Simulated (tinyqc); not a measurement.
Inside a calculation. Model: hot electrons in a saturated n-channel MOSFET, lucky-electron model.

Program tinyqc, `OMP_NUM_THREADS=1 python tinyqc.py 2550097 2550098 out.jsonl`; Intel Xeon 2.30GHz, shared host, one thread, about 0.01 s. Printed values are rounded.

Beyond pinch-off the lateral field grows as Esat cosh(y/l) over the velocity-saturated region (pseudo-two-dimensional model). Impact ionisation in this region gives the substrate current, which biases the body forward through Rsub. Currents are per width. Local-field laws: they overstate ionisation when the field peak is narrower than an energy relaxation length.

Parameters, values chosen for the exercise; values close to those of silicon n-channel devices: channel length L = 0.25 um; oxide thickness tox = 6.2 nm; junction depth xj = 84 nm; threshold VT = 0.53 V; effective mobility mu = 330 cm^2/(V s); saturation velocity vs = 9.4e6 cm/s; ionisation prefactor Ai = 2e6 1/cm; ionisation field Bi = 1.82 MV/cm; resistance of the lightly doped drain Rd = 700 ohm um; substrate resistance Rsub = 27000 ohm um; fall of VT per volt of forward body bias kb = 0.38; hot-electron mean free path lm = 9 nm; oxide barrier pb = 3.2 V; prefactor of the gate current Cg = 0.0028; lifetime exponent m = 3.3; lifetime constant Hl = 3100 s uA/um; drain voltage Vd = 2.5 V; gate voltage Vg = 1.5 V.

Constants: eps0 = 8.8541878128e-14 F/cm where lengths are in cm. Results are converted to the units shown.

## Length and field scales

Cox = 3.9 eps0/tox, l = sqrt(3 tox xj), Esat = 2 vs/mu.

Cox = 0.556957 uF/cm^2
l = 39.5272 nm
Esat = 0.0569697 MV/cm
Esat L = 1.42424 V

## Iteration 1: body bias from the substrate current

Vb at the start = 0 V

Cox = 3.9 eps0/tox. Overdrive g = Vg - VT + kb Vb; Vdsat = g Esat L/(g + Esat L); Id = Cox vs (g - Vdsat); dV = Vd - Id Rd - Vdsat; Em = sqrt((dV/l)^2 + Esat^2); Isub = Id (Ai/Bi) l Em exp(-Bi/Em). Vb(new) = Rsub Isub.

Vdsat = 0.577016 V
Id = 205.743 uA/um
dV = 1.77896 V
Em = 0.453652 MV/cm
Isub = 7.33775 uA/um
Vb after iteration 1 = 0.198119 V

## Iteration 2: body bias from the substrate current

As before.

Vdsat = 0.602844 V
Id = 231.636 uA/um
dV = 1.73501 V
Em = 0.442623 MV/cm
Isub = 7.29353 uA/um
Vb after iteration 2 = 0.196925 V

## Course of the iteration: body bias from the substrate current

Stop when Vb changes by less than 1e-9 V, or after 60 iterations.

Course of the iteration:
```
iteration    Vb (V)  |change| (V)
1          0.198119         0.198
2          0.196925       1.19e-3
3          0.196940       1.46e-5
4          0.196940       1.78e-7
5          0.196940       2.18e-9
6          0.196940      2.65e-11
```

Converged in 6 iterations. At the end each change is about 0.012 times the one before, with alternating sign: linear convergence.

## Gate current, lifetime and channel shortening

Id = 231.479 uA/um
dV = 1.73527 V
Em = 0.442688 MV/cm
Isub = 7.29406 uA/um

Ig = Cg Id exp(-pb/(lm Em)); lifetime tau = (Hl/Id)(Isub/Id)^(-m); length of the saturated region dL = l ln[(dV/l + Em)/Esat]. 1 year = 3.15576e7 s.

Isub/Id = 0.0315107
Ig = 210.632 pA/um
tau = 0.0382680 years
dL = 108.278 nm

The lifetime misses ten years. Integrating Ai exp(-Bi/E) over the cosh profile gives Isub/Id = 0.0264, so the closed form is 19 % above it.
